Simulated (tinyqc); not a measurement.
# Free and trapped electrons in a MOS channel with a dense trap tail: free and trapped charge against gate voltage

p-type body, charge-sheet picture, full ionisation (an idealisation for deep acceptors), Boltzmann statistics for free electrons. e = Ec - EF at the surface. Acceptor-like traps of density D(E) = D0 + De exp(-E/Ew) at depth E below Ec, from 0 to Eu, hold n_t = integral of D(E)/(1 + exp((e - E)/Vt)). psi = Eg - Vt ln(Nv/Na) - e; N_dep = sqrt(2 eps0 eps_r Na (psi - Vt)/q); n_f = sqrt(N_dep^2 + 2 eps0 eps_r Vt Nc exp(-e/Vt)/q) - N_dep; Vg = Vfb + psi + q (N_dep + n_t + n_f)/Cox, Cox = eps0 eox/tox.

Free share n_f/(n_f + n_t); swing ln 10 n_f/(dn_f/dVg); field-effect mobility mf q (dn_f/dVg)/Cox, for a constant mf; oxide field q (N_dep + n_t + n_f)/(eps0 eox).

Inputs (values chosen for the exercise); band and dielectric values close to those of 4H silicon carbide:
- T = 300 K (temperature)
- Eg = 3.23 eV (band gap)
- eps_r = 9.85 (relative permittivity)
- Nc = 1.68e19 cm^-3 (conduction-band density of states at T)
- Nv = 2.46e19 cm^-3 (valence-band density of states at T)
- eox = 3.9 (relative permittivity of the insulator)
- tox = 40 nm (insulator thickness)
- Na = 6.7e16 cm^-3 (acceptor density)
- Vfb = -2.2 V (flat-band voltage without trapped charge)
- D0 = 4e10 cm^-2 eV^-1 (constant background density of acceptor-like traps)
- De = 1.2e13 cm^-2 eV^-1 (density of the tail at the conduction edge)
- Ew = 0.13 eV (decay energy of the tail)
- Eu = 0.86 eV (depth below Ec down to which the traps reach)
- mf = 100 cm^2/(V s) (mobility of free electrons)

Constants: q = 1.602176634e-19 C, kB = 1.380649e-23 J/K, Vt = kB T/q, eps0 = 8.8541878128e-14 F/cm where lengths are in cm. Results are converted to the units shown.

Results:
```
Vg (V)	e (eV)	n_f (cm^-2)	n_t (cm^-2)	free share (%)	swing (mV/decade)	field-effect mobility (cm^2/(V s))	oxide field (MV/cm)
3.3	0.3751	8.440e5	1.103e11	7.651e-4	172.7	0.002089	0.6995
4.2	0.1809	1.495e9	4.392e11	0.3392	451.2	1.416	0.8759
5.2	0.08903	5.051e10	8.566e11	5.568	985.6	21.90	1.103
6.1	0.04781	2.329e11	1.127e12	17.13	1903	52.32	1.318
7	0.02369	5.387e11	1.287e12	29.51	3203	71.87	1.537
7.9	0.007280	9.158e11	1.382e12	39.86	4739	82.57	1.757
8.9	-0.006271	1.380e12	1.446e12	48.83	6620	89.09	2.004
10.7	-0.02405	2.275e12	1.507e12	60.15	1.028e4	94.55	2.450
```

Estimate the missing row, Vg = 9.8 V.

Computed row:
```
Vg (V)	e (eV)	n_f (cm^-2)	n_t (cm^-2)	free share (%)	swing (mV/decade)	field-effect mobility (cm^2/(V s))	oxide field (MV/cm)
9.8	-0.01595	1.821e12	1.482e12	55.12	8416	92.45	2.227
```

With this row back in the table: n_f reaches 1e11 cm^-2 at Vg = 5.53 V, against 3.73 V without traps. The free share rises from 7.65e-4 to 60.1 % and the field-effect mobility rises from 0.00209 to 94.5 cm^2/(V s), although mf = 100 is constant: in the last row 94.5 % of Cox dVg goes into free electrons. The swing in the first row is 173 mV a decade (Vt ln 10 = 59.5). For Vg = 6.1, 7, 7.9, 8.9, 9.8, 10.7 EF lies less than 2 Vt below the band edge, or above it, where degeneracy and confinement, left out, matter.

tinyqc, about 0.02 s, one thread, Intel Xeon 2.30GHz (shared host): `OMP_NUM_THREADS=1 python tinyqc.py 2222086 2222087 out.jsonl`
